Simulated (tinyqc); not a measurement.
Frenkel-Kontorova chain: a misfit dislocation (kink) in a monolayer on a periodic substrate: one step, computed by the program tinyqc. Command: `OMP_NUM_THREADS=1 python tinyqc.py 3006780 3006781 out.jsonl fkchain walk`. One thread of a shared host (Intel(R) Xeon(R) Processor @ 2.30GHz), about 0.05 s of CPU time with the checks.

E = sum_j [(k/2)(x_(j+1) - x_j - b)^2 + (W/2)(1 - cos(2 pi x_j/a))], x_j = a (j + u_j). A kink takes u from 0 to 1: the chain is stretched by one period and has one atom fewer than wells.

Task: Continuum limit. l0 = sqrt(k a^2/(2 W)); kink u(j) = (2/pi) arctan exp(pi j/l0); kink energy at f = 0: E0 = (4/pi) W l0; with misfit E0 - k a^2 f; kinks become favourable at f_c = 2/(pi l0), and a coherent chain with free ends loses stability at f_m = 1/l0. Lowest vibration of the flat chain: nu0 = 15.6333042 THz x sqrt(2 pi^2 W/(a^2 M)).

Inputs (values chosen for the exercise, for a model overlayer): spring constant k = 3.68 eV/angstrom^2; substrate period a = 3.53 angstrom; corrugation W = 4.79 eV; misfit f = (b - a)/a = 0.29; atomic mass M = 172 u.

Constants: nu for 1 eV/(angstrom^2 u) = 15.6333042 THz.

Give: kink width l0; kink energy E0; kink energy with misfit; critical misfit f_c; limit f_m; gap frequency nu0.

Result:

kink width l0 = 2.188

kink energy E0 = 13.34 eV

kink energy with misfit = 0.04497 eV

critical misfit f_c = 0.2910

limit f_m = 0.4571

gap frequency nu0 = 3.284 THz

f < f_c: the layer stays in register. Caution: a corrugation above 1 eV is larger than real overlayers usually show; it is chosen to keep the kink narrow. Caution: for l0 below about 3 the kink spans few atoms, and the continuum kink energy is off by about 2 per cent or more.
